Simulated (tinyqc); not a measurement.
IGBT as a p-i-n diode in series with a MOS channel, on-state and switching loss: two steps of the calculation.

High injection (n = p) in a drift layer from x = -W/2 (anode) to +W/2 (cathode side), recombination only in the layer with lifetime tau, ideal emitters. The channel feeds the cathode side and carries the whole current. Auger recombination, carrier-carrier scattering, emitter losses and the carrier dip under the p body are left out.

Inputs (values chosen for the exercise); material values close to those of silicon: electron mobility mn = 1400 cm^2/(V s); width of the drift layer W = 130 um; doping of the drift layer Nd = 5.9e13 cm^-3; high-injection lifetime tau = 0.71 us; current density J = 150 A/cm^2; channel and accumulation resistance Rch = 0.95 mohm cm^2; link voltage Vdc = 800 V; turn-off energy per stored charge and link voltage ks = 0.12; switching frequency f = 5 kHz.

Constants: q = 1.602176634e-19 C. Results are converted to the units shown.

Task 1. Carrier profile. n(x) = (tau J/(2 q La))[cosh(x/La)/sinh y - B sinh(x/La)/cosh y]. x/La = (2 x/W) y.

| point | 2 x/W |
|---|---|
| 0 | -1 |
| 1 | -0.75 |
| 2 | -0.5 |
| 3 | -0.25 |
| 4 | 0 |
| 5 | 0.25 |
| 6 | 0.5 |
| 7 | 0.75 |
| 8 | 1 |

B = 0.48936170
La = 36.224046 um
y = 1.7943882

Find: n.

Result 1.

| point | n (cm^-3) |
|---|---|
| 0 | 1.395e17 |
| 1 | 9.034e16 |
| 2 | 5.972e16 |
| 3 | 4.132e16 |
| 4 | 3.137e16 |
| 5 | 2.784e16 |
| 6 | 3.001e16 |
| 7 | 3.833e16 |
| 8 | 5.448e16 |

The density is 2.56 times higher at the anode than at the cathode side, since holes are the slower carriers; its smallest listed value is 472 times Nd.

Task 2. Stored charge, losses and the unipolar alternative. Stored charge tau J, turn-off energy Eoff = ks tau J Vdc, loss at half duty 0.5 J Von + f Eoff. A unipolar device on the same layer has Vu = J (W/(q mn Nd) + Rch).

Von = 1.1437208 V

Give: stored charge; Eoff; conduction loss; switching loss; Vu.

Result 2.

stored charge = 106.5 uC/cm^2
Eoff = 10.22 mJ/cm^2
conduction loss = 85.78 W/cm^2
switching loss = 51.12 W/cm^2
Vu = 147.5 V

Both losses would be equal at f = 8.39 kHz.

Computed by the program tinyqc: `OMP_NUM_THREADS=1 python tinyqc.py 2590117 2590118 out.jsonl`, one thread of a shared Intel Xeon 2.30GHz, about 0.01 s for the whole run.
